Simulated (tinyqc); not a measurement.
Two-step dopant diffusion (predeposition and drive-in) with a constant diffusivity: one step, computed by the program tinyqc. Command: `OMP_NUM_THREADS=1 python tinyqc.py 3007653 3007654 out.jsonl dopdiff walk`. One thread of a shared host (Intel(R) Xeon(R) Processor @ 2.30GHz), about 0.04 s of CPU time with the checks.

Fick diffusion into a half space x > 0 whose background doping C_B is of the opposite type, so that a junction lies where C = C_B.

Task: Thermal budget with ramps. D = D0 exp(-E/(k_B T)). Temperatures in kelvin are T(C) + 273.15. One ramp between the stand-by temperature and T2 adds int D dT / rate (40-point Gauss-Legendre); the usual estimate counts it as an extra time k_B T2^2/(E rate) at T2. (Dt)2 = D2 t2 + two ramps, times in seconds.

Inputs (values chosen for the exercise, modelled on arsenic in silicon):
```
quantity,value,unit
prefactor D0,7.41,cm^2/s
activation energy E,3.99,eV
predeposition temperature T1,975,C
drive-in temperature T2,1100,C
drive-in time t2,240,min
ramp rate,20,C/min
stand-by temperature,750,C
```

Furnace ramps of the drive-in: linear ramps.

D2 = 1.681106e-14 cm^2/s

Constants: k_B = 8.617333262e-05 eV/K.

Give: budget of one ramp; estimated extra time of one ramp; drive-in budget (Dt)2.

Result:

budget of one ramp = 1.942e-12 cm^2

estimated extra time of one ramp = 2.036 min

drive-in budget (Dt)2 = 2.460e-10 cm^2

The integral equals 1.92 min at T2, against the estimate 2.04 min; both ramps make 1.6 % of the budget.
